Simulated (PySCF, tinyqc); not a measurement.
Starting guesses with DIIS over 6 matrices: SCF starting guesses in the sto-6g basis, for H2, spin multiplicity 1. Computed by the program tinyqc with PySCF. RHF with one setting changed at a time; a run stops when the energy changes by less than 1e-09 hartree and the error matrix is below 1e-5. Starts: the lowest orbitals of the core Hamiltonian, of the Wolfsberg-Helmholz matrix (K = 1.75), projected atomic densities, random orbitals, and the highest orbitals of the core Hamiltonian (a deliberately bad start).

Geometry (angstrom):
```
atom       x       y       z
H     0.0000  0.0000  0.0000
H     0.0000  0.0000  1.2170
```

lowest restricted solution found by these runs and by PySCF = -1.006813 hartree

Largest element of the error matrix X^T (FDS - SDF) X:
```
iteration     core  Wolfsberg-Helmholz  atomic densities   random  highest core orbitals
1          3.4e-16             2.4e-16           1.7e-16  3.0e-01                9.0e-17
2          0.0e+00             3.4e-16           4.6e-16  1.8e-02                2.6e-15
3                -                   -           3.4e-16  4.1e-05                5.3e-14
4                -                   -                 -  2.2e-05                      -
5                -                   -                 -  1.5e-05                      -
6                -                   -                 -  1.1e-05                      -
```

How each run ends:
```
run                    iterations  E (hartree)         state
core                            2     -1.00681  lowest found
Wolfsberg-Helmholz              2     -1.00681  lowest found
atomic densities                3     -1.00681  lowest found
random                          7     -1.00681  lowest found
highest core orbitals           3     -1.00681  lowest found
```

What does the comparison show, and why?

5 of 5 runs reach the lowest restricted solution found, in 2 to 7 iterations (fastest: core, Wolfsberg-Helmholz). The first errors are 3e-16, 2e-16, 2e-16, 3e-01, 9e-17; the deliberately bad start has the smallest one, so a small first error does not mark a good start. The restricted reference is unstable here: a spin-polarised solution lies 0.0026 hartree lower (PySCF), so results built on it describe a poor reference.
